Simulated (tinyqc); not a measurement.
# Delta-doped HEMT, charge control: what changes with what

A two-dimensional electron gas of density ns under a barrier. EF and the subbands are counted from the conduction-band edge of the channel at the interface. Two subbands of a triangular well with an infinite wall, parabolic band, no carriers in the barrier.

Values chosen for this exercise; material values close to those of InGaP on GaAs:
```
symbol,value,unit,meaning
T,400,K,temperature
d,36,nm,barrier thickness from gate to channel
ds,4.9,nm,undoped spacer next to the channel
me,0.0654,m0,electron mass in the channel
ec,13,,relative permittivity of the channel
ebr,11.7,,relative permittivity of the barrier
phiB,0.925,eV,barrier height of the gate
dEc,0.129,eV,conduction-band offset
ND,4.9e12,cm^-2,sheet density of the donor plane at ds from the channel
eta,0.5,,share of ns that counts in the confining field
Nb,1.3e10,cm^-2,depletion charge of the buffer
```

Constants: q = 1.602176634e-19 C, kB = 1.380649e-23 J/K, hbar = 1.054571817e-34 J s, m0 = 9.1093837015e-31 kg, Vt = kB T/q, eps0 = 8.8541878128e-14 F/cm where lengths are in cm, hbar^2/(2 m0) = 0.0380998212 eV nm^2. Results are converted to the units shown.

Each table varies one quantity; the others keep the values above.

## Effect of the gate voltage

Fully depleted barrier with eb = ebr: Vp = q ND (d - ds)/(eps0 eb); donors per area ND; Voff = phiB - dEc - Vp. F = q (eta ns + Nb)/(eps0 ec) in eV/nm; E_k = a_k (C F^2/me)^(1/3), a_0 = 2.338107, a_1 = 4.087949, C = hbar^2/(2 m0); D = me m0 q/(pi hbar^2); ns = D Vt [ln(1 + exp((EF - E_0)/Vt)) + ln(1 + exp((EF - E_1)/Vt))], which gives EF = E_0 + Vt ln{2 s/[(1 + u) + sqrt((1 + u)^2 + 4 u s)]} with s = exp(ns/(D Vt)) - 1, u = exp((E_0 - E_1)/Vt). Charge control: ns + Nb = eps0 eb (Vg - Voff - EF)/(q d). Gate capacitance C = q dns/dVg = eps0 eb/(d + dd), dd = (eps0 eb/q) dEF/dns.

The same in every row: Voff (V) = -1.561.

Results:
```
Vg (V)  ns (cm^-2)   EF (eV)  EF - E_0 (eV)  second subband (%)  dd (nm)  C (uF/cm^2)   EF/dEc
-1.71     1.205e10   -0.1631        -0.1711               45.65    197.8      0.04430   -1.264
-1.49     1.913e11  -0.04291       -0.06864               37.01    18.83       0.1889  -0.3326
-1.04     8.136e11   0.06061      -0.002738               24.28    7.476       0.2383   0.4699
-0.82     1.146e12   0.09568        0.01656               20.94    6.300       0.2449   0.7417
-0.59     1.501e12    0.1281        0.03377               18.52    5.592       0.2491   0.9933
-0.37     1.844e12    0.1566        0.04858               16.88    5.155       0.2517    1.214
-0.15     2.192e12    0.1834        0.06239               15.71    4.846       0.2536    1.422
0.08      2.557e12    0.2101        0.07611               14.83    4.607       0.2551    1.629
0.3       2.908e12    0.2346        0.08874               14.25    4.429       0.2562    1.819
```

Estimate the missing row, Vg = -1.26 V.

Computed row:
```
Vg (V)  ns (cm^-2)  EF (eV)  EF - E_0 (eV)  second subband (%)  dd (nm)  C (uF/cm^2)  EF/dEc
-1.26     4.941e11  0.01850       -0.02753               29.20    9.944       0.2255  0.1434
```

With this row back in the table: As Vg goes from -1.71 to 0.3, ns rises from 1.20e10 to 2.91e12 cm^-2, EF rises from -0.163 to 0.235 eV and C rises from 0.0443 to 0.256 uF/cm^2. In the last row C is 89.0 % of eps0 eb/d. The line through the last two rows reaches ns = 0 at Vg = -1.52 V, above Voff = -1.56 V since part of the gate voltage goes into raising EF and into the buffer charge. EF exceeds the band offset for Vg = -0.37, -0.15, 0.08, 0.3, where the model no longer holds. For Vg = -0.59 EF is within a fifth of the offset, so the levels of an infinite wall are unreliable. The second subband holds over 20 % for Vg = -1.71, -1.49, -1.26, -1.04, -0.82, where the higher subbands left out would add electrons. For Vg = -1.26, -1.04, -0.82, -0.59 the band minimum in the barrier comes within 3 Vt of EF or below it, so the barrier is no longer depleted and takes electrons that the model puts in the channel.

## Effect of the share of ns that counts in the confining field

Same model as above.

In this table Vg = 0 V.

The same in every row: Voff (V) = -1.561.

Effect of the share of ns that counts in the confining field:
```
eta  ns (cm^-2)  EF (eV)  EF - E_0 (eV)  second subband (%)  dd (nm)  C (uF/cm^2)  EF/dEc
0.4    2.464e12   0.1817        0.06885               18.80    4.261       0.2573   1.409
0.5    2.429e12   0.2010        0.07141               15.10    4.683       0.2546   1.558
0.6    2.399e12   0.2182        0.07329               12.09    5.066       0.2523   1.691
0.7    2.370e12   0.2338        0.07465               9.653    5.416       0.2501   1.813
0.8    2.345e12   0.2482        0.07557               7.688    5.739       0.2482   1.924
0.9    2.321e12   0.2615        0.07616               6.117    6.040       0.2464   2.028
1      2.298e12   0.2740        0.07647               4.868    6.323       0.2448   2.124
```

What does the table show?

As eta goes from 0.4 to 1, ns falls from 2.46e12 to 2.30e12 cm^-2, EF rises from 0.182 to 0.274 eV and C falls from 0.257 to 0.245 uF/cm^2. Voff stays at -1.56 V. EF exceeds the band offset for eta = 0.4, 0.5, 0.6, 0.7, 0.8, 0.9, 1, where the model no longer holds.

Computed by the program tinyqc: `OMP_NUM_THREADS=1 python tinyqc.py 2180071 2180072 out.jsonl`, one thread of a shared Intel Xeon 2.30GHz, about 0.01 s for the whole run.
